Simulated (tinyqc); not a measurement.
Admittance spectroscopy and thermally stimulated current of one trap level in a depletion layer. From peak temperature T_m back to trap depth E_t below the band. Computed by tinyqc, a small Python program. Command: `OMP_NUM_THREADS=1 python tinyqc.py 3114271 3114272 out.jsonl admit inv`. One thread of a shared host (Intel(R) Xeon(R) Processor @ 2.30GHz), about 0.02 s of CPU time with the checks.

A Schottky junction on n-type material holds one donor-like electron trap; shallow donors are fully ionised and abrupt depletion edges are assumed.

Inputs (values chosen for the exercise, modelled on n-type GaAs): density-of-states mass m = 0.0684 m_0; capture cross section sigma = 1.6e-14 cm^2; heating rate beta = 0.12 K/s.

Constants: k_B = 1.380649e-23 J/K; m_0 = 9.1093837015e-31 kg; h = 6.62607015e-34 J s; k_B = 8.617333262e-05 eV/K.

Method:
- N_c = 2 (2 pi m k_B T/h^2)^(3/2), v_th = sqrt(3 k_B T/m), emission rate e_n = sigma v_th N_c exp(-E_t/(k_B T)).
- Thermally stimulated current without retrapping: filled share n(T) = exp(-(1/beta) int e_n dT), current proportional to e_n n; the peak obeys beta (E_t/(k_B T^2) + 2/T) = e_n(T). The integral starts at 0.5 T_m and uses 4000 trapezoid steps to 1.2 T_m.
- Chen's first-order estimate from the full width W = T_2 - T_1 between the half-height points: E = 2.52 k_B T_m^2/W - 2 k_B T_m.

Task: A run gave the result below. Find the trap depth E_t below the band, known to lie between 0.23 and 0.42 eV.

peak temperature T_m = 129.7421 K

Result:

Each step takes the trial c = (a f_b - b f_a)/(f_b - f_a), f being the result less the target and a, b, c the logarithms of the listed values; c replaces end b, the old b replaces a if the sign of f changed, and otherwise f_a is halved.

Scan of the range:
```
trap depth E_t below the band (eV)  peak temperature T_m (K)
0.230                                                 96.908
0.254                                                106.016
0.281                                                116.176
0.311                                                127.367
0.344                                                139.572
0.380                                                152.776
0.420                                                167.325
```

False position (Illinois rule, in the logarithm of the input) inside the bracket:
```
step     end a     end b     trial  peak temperature T_m (K)
1     0.311000  0.344000  0.317164                   129.655
2     0.344000  0.317164  0.317391                   129.739
3     0.344000  0.317391  0.317408                   129.745
4     0.317391  0.317408  0.317400                   129.742
```

Peak temperature T_m rises at every point of a 13-point scan of the range (every second point is shown), so one value fits; it is bracketed by 0.311 and 0.344. Answer: trap depth E_t below the band = 0.3174 eV.
